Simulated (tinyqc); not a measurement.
Binding against position: donor or exciton in a quantum well (variational effective-mass method). Computed by tinyqc, a small Python program. Command: `OMP_NUM_THREADS=1 python tinyqc.py 3023586 3023587 out.jsonl welldonor walk`. One thread of a shared host (Intel(R) Xeon(R) Processor @ 2.30GHz), about 0.06 s of CPU time with the checks.

H = -nabla^2 - 2/|r - r_i| + V(z) in effective units; trial function psi = f(z) exp(-|r - r_i|/lambda), f the ground state of the well. Mass and screening are the same in well and barrier; l = L/a* is the width in effective units. Bands are flat: no polarisation or applied field.

Inputs (values chosen for the exercise, for a model semiconductor): electron mass m = 0.173 m_0; dielectric constant eps = 11.8; well width L = 4.9 nm.

Centre: donor. Barriers: infinite.

Constants: Ry = 13.605693123 eV; a_0 = 0.529177210903 angstrom.

Method:
- Ry* = Ry m/eps^2, a* = a_0 eps/m; l = L/a*.
- k = pi/l; f = cos(k z) inside and zero outside; subband energy k^2 Ry*.
- Binding E_b(lambda) = -1/lambda^2 + 4 A/(lambda B), with A = int f^2 exp(-2 s/lambda) dz, B = int f^2 exp(-2 s/lambda)(1 + 2 s/lambda) dz and s = |z - z_i|; 40 Gauss-Legendre points on each piece between the walls at z = -l/2 and l/2 and z_i.
- Each row maximises over lambda (golden section, 0.3 to 4).

l = 1.35756

Ry* = 16.9045 meV

Against position:
```
z_i/L  lambda (a*)  binding (Ry*)  binding (meV)
0.0         0.8693         2.0313         34.338
0.1         0.8884         1.9539         33.030
0.2         0.9548         1.7441         29.483
0.3         1.0877         1.4708         24.863
0.4         1.2791         1.2213         20.645
0.5         1.4787         1.0379         17.546
```

What does the comparison show, and why?

From the centre to the wall the binding falls from 34.338 to 17.546 meV, 51 % of the centre value, since the walls keep the electron away from an off-centre ion; uniform doping thus gives a band of levels 16.792 meV wide, with a peak in its density at the centre value, where the slope vanishes.

Extremes, crossings and ranges named in words are read from the listed rows.
